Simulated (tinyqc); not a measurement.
Inside a calculation. Method: RHF in the sto-6g basis, for H6, spin multiplicity 1. One step of it, computed by the program tinyqc.

Problem. Iteration 7 (converged): orbitals. Diagonalise F' = X^T F X, C = X C', fill 3 alpha and 3 beta electrons from the bottom; D = 2 C_occ C_occ^T. Each column has its largest component positive (the first on a tie).

converged F (hartree):
```
           1H 1s      2H 1s      3H 1s      4H 1s      5H 1s      6H 1s
1H 1s  -0.227143  -0.445627  -0.077705   0.003362   0.001182  -0.003503
2H 1s  -0.445627  -0.264876  -0.238328  -0.076985  -0.005759   0.001180
3H 1s  -0.077705  -0.238328  -0.266525  -0.445649  -0.076855   0.003356
4H 1s   0.003362  -0.076985  -0.445649  -0.266415  -0.237976  -0.077575
5H 1s   0.001182  -0.005759  -0.076855  -0.237976  -0.264764  -0.445630
6H 1s  -0.003503   0.001180   0.003356  -0.077575  -0.445630  -0.227142
```

X:
```
           1H 1s      2H 1s      3H 1s      4H 1s      5H 1s      6H 1s
1H 1s   1.092233  -0.269685   0.034280  -0.007712   0.001209  -0.000293
2H 1s  -0.269685   1.137171  -0.189964   0.035752  -0.004984   0.001209
3H 1s   0.034280  -0.189964   1.139963  -0.280542   0.035711  -0.007706
4H 1s  -0.007712   0.035752  -0.280542   1.139830  -0.189672   0.034237
5H 1s   0.001209  -0.004984   0.035711  -0.189672   1.137032  -0.269658
6H 1s  -0.000293   0.001209  -0.007706   0.034237  -0.269658   1.092227
```

Give: F' = X^T F X; orbital energies; coefficients C; D after iteration 7.

Solution.

F' = X^T F X (hartree):
```
         1        2        3        4        5        6
1  -0.0296  -0.4403   0.0428   0.0053   0.0021  -0.0047
2  -0.4403  -0.0009  -0.2301   0.0448  -0.0054   0.0021
3   0.0428  -0.2301   0.0007  -0.4494   0.0447   0.0053
4   0.0053   0.0448  -0.4494   0.0006  -0.2297   0.0428
5   0.0021  -0.0054   0.0447  -0.2297  -0.0010  -0.4403
6  -0.0047   0.0021   0.0053   0.0428  -0.4403  -0.0296
```

orbital energies (hartree): MO1 -0.5627, MO2 -0.4835, MO3 -0.3760, MO4 0.2355, MO5 0.4493, MO6 0.6776

coefficients C:
```
          MO1      MO2      MO3      MO4      MO5      MO6
1H 1s  0.2118  -0.3894  -0.3949   0.5467  -0.6569   0.4292
2H 1s  0.2890  -0.4185  -0.2879  -0.3590   0.7225  -0.6410
3H 1s  0.3936  -0.0899   0.4306  -0.5694  -0.2025   0.8385
4H 1s  0.3934   0.0902   0.4308   0.5697  -0.2031  -0.8380
5H 1s  0.2882   0.4193  -0.2876   0.3587   0.7234   0.6397
6H 1s  0.2113   0.3901  -0.3944  -0.5462  -0.6578  -0.4284
```

D after iteration 7:
```
         1H 1s    2H 1s    3H 1s    4H 1s    5H 1s    6H 1s
1H 1s   0.7048   0.6758  -0.1033  -0.2438   0.0227   0.0972
2H 1s   0.6758   0.6831   0.0548  -0.0963  -0.0188   0.0227
3H 1s  -0.1033   0.0548   0.6968   0.6644  -0.0961  -0.2435
4H 1s  -0.2438  -0.0963   0.6644   0.6969   0.0547  -0.1032
5H 1s   0.0227  -0.0188  -0.0961   0.0547   0.6832   0.6758
6H 1s   0.0972   0.0227  -0.2435  -0.1032   0.6758   0.7048
```
